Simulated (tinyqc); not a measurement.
# Inputs raised by 2 %, one at a time

Model: two-step dopant diffusion (predeposition and drive-in) with a constant diffusivity. Computed by tinyqc, a small Python program. Command: `OMP_NUM_THREADS=1 python tinyqc.py 3026433 3026434 out.jsonl dopdiff sens`. One thread of a shared host (Intel(R) Xeon(R) Processor @ 2.30GHz), about 0.04 s of CPU time with the checks.

Fick diffusion into a half space x > 0 whose background doping C_B is of the opposite type, so that a junction lies where C = C_B.

Inputs (values chosen for the exercise, modelled on gallium in silicon):

| quantity | value | unit |
|---|---|---|
| prefactor D0 | 0.381 | cm^2/s |
| activation energy E | 3.39 | eV |
| surface concentration C_s | 4.6e+18 | 1/cm^3 |
| background doping C_B | 4.2e+15 | 1/cm^3 |
| predeposition temperature T1 | 925 | C |
| predeposition time t1 | 15 | min |
| drive-in temperature T2 | 1050 | C |
| drive-in time t2 | 480 | min |

Furnace ramps of the drive-in: none.

Constants: k_B = 8.617333262e-05 eV/K.

Method:
- D = D0 exp(-E/(k_B T)).
- Temperatures in kelvin are T(C) + 273.15.
- Times in seconds are 60 times the minutes.
- (Dt)2 = D2 t2, t2 in seconds.
- C = C_s erfc(x/(2 sqrt(D1 t1))); dose Q = 2 C_s sqrt(D1 t1/pi); the junction solves erfc(z) = C_B/C_s with x_j = 2 z sqrt(D1 t1).
- With a sealed surface and a thin source, C = Q/sqrt(pi (Dt)2) exp(-x^2/(4 (Dt)2)); x_j = 2 sqrt((Dt)2 ln(C(0)/C_B)); gradient at the junction |dC/dx| = C_B x_j/(2 (Dt)2).

Runs:

| input moved | from | to | junction depth x_j (um) | surface concentration C(0) (Gaussian) (1/cm^3) | dose Q (1/cm^2) | gradient at the junction (1/cm^4) |
|---|---|---|---|---|---|---|
| base run | - | - | 1.3240 | 1.0978e+17 | 7.1305e+12 | 2.0704e+20 |
| prefactor D0 (cm^2/s) | 0.381 | 0.38862 | 1.3372 | 1.0978e+17 | 7.2014e+12 | 2.0500e+20 |
| activation energy E (eV) | 3.39 | 3.4578 | 0.9788 | 1.0642e+17 | 5.1348e+12 | 2.7740e+20 |
| background doping C_B (1/cm^3) | 4.2e+15 | 4.284e+15 | 1.3200 | 1.0978e+17 | 7.1305e+12 | 2.1054e+20 |
| predeposition time t1 (min) | 15 | 15.3 | 1.3260 | 1.1087e+17 | 7.2014e+12 | 2.0735e+20 |
| drive-in time t2 (min) | 480 | 489.6 | 1.3352 | 1.0870e+17 | 7.1305e+12 | 2.0469e+20 |

Exponents ln(y'/y) / ln(x'/x):

| input | junction depth x_j | surface concentration C(0) (Gaussian) | dose Q | gradient at the junction |
|---|---|---|---|---|
| prefactor D0 | 0.500 | 0.000 | 0.50 | -0.500 |
| activation energy E | -15.255 | -1.566 | -16.58 | 14.773 |
| background doping C_B | -0.154 | 0.000 | 0.00 | 0.846 |
| predeposition time t1 | 0.076 | 0.500 | 0.50 | 0.076 |
| drive-in time t2 | 0.423 | -0.500 | 0.00 | -0.577 |

Among the inputs moved here: junction depth x_j answers most in size to activation energy E (exponent -15.255), next to prefactor D0 (+0.500). Surface concentration C(0) (Gaussian) answers most in size to activation energy E (exponent -1.566), next to predeposition time t1 (+0.500); its exponent is below 0.0005 for prefactor D0, background doping C_B. Its exponent 0.000 in prefactor D0: dose and width both scale as sqrt(D0). Its exponent -0.500 in drive-in time t2: a fixed dose spreads over a width sqrt(D t). Dose Q answers most in size to activation energy E (exponent -16.580), next to prefactor D0 (+0.500); its exponent is below 0.0005 for background doping C_B, drive-in time t2. Its exponent +0.500 in predeposition time t1: a constant source admits a dose that grows as sqrt(D t). Gradient at the junction answers most in size to activation energy E (exponent +14.773), next to background doping C_B (+0.846).
